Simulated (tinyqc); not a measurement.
Ferroelectric with a first-order transition, Landau-Devonshire energy: the upper branch of the loop.

One domain with free energy u = al P^2 + be P^4 + ga P^6 - E P, al = a0 (T - T0), be < 0 < ga (P in uC/cm^2, E in kV/cm, u in mJ/cm^3). Equilibrium: E = 2 al P + 4 be P^3 + 6 ga P^5; a state is stable against small changes where dE/dP > 0. The coercive field is that of uniform switching, which real films, switching by domains, do not reach.

Ps^2 = [-be + sqrt(be^2 - 3 al ga)]/(3 ga); Pc^2 = [-3 be + sqrt(9 be^2 - 15 al ga)]/(15 ga), Ec = -E(Pc); susceptibility chi = 1/(eps0 dE/dP). P is the largest root of E(P) = Ea.

Inputs (values chosen for the exercise):
```
symbol    value          unit                             meaning
a0        0.011  kV cm/(uC K)  slope of the quadratic coefficient
T0          350             K             Curie-Weiss temperature
be      -0.0013  kV cm^5/uC^3                 quartic coefficient
ga       1.1e-6  kV cm^9/uC^5             sixth-order coefficient
T           200             K                         temperature
```

Constants: eps0 = 8.8541878128e-14 F/cm where lengths are in cm. Results are converted to the units shown.

Results:
```
Ea (kV/cm)  P (uC/cm^2)  u (mJ/cm^3)     chi
-96              27.243       1124.3  3422.9
-89              28.720       927.94  1797.4
-70              30.855       359.90  960.59
0                34.690      -1951.2  439.20
50               36.375      -3729.8  333.81
99               37.686      -5545.3  274.76
200              39.801      -9463.5  206.10
400              42.813       -17743  143.00
```

Estimate the missing row, Ea = -40 kV/cm.

Computed row:
```
Ea (kV/cm)  P (uC/cm^2)  u (mJ/cm^3)     chi
-40              32.864      -598.10  615.58
```

With this row back in the table: P rises from 27.2 to 42.8 uC/cm^2, and chi falls from 3420 to 143. The branch ends at -Ec = -99.3 kV/cm, P = 25.1 uC/cm^2, where dE/dP vanishes and chi diverges; there P still has 72 % of Ps.

Numbers from tinyqc (`OMP_NUM_THREADS=1 python tinyqc.py 2860024 2860025 out.jsonl`; about 0.01 s on one thread of a shared Intel Xeon 2.30GHz).
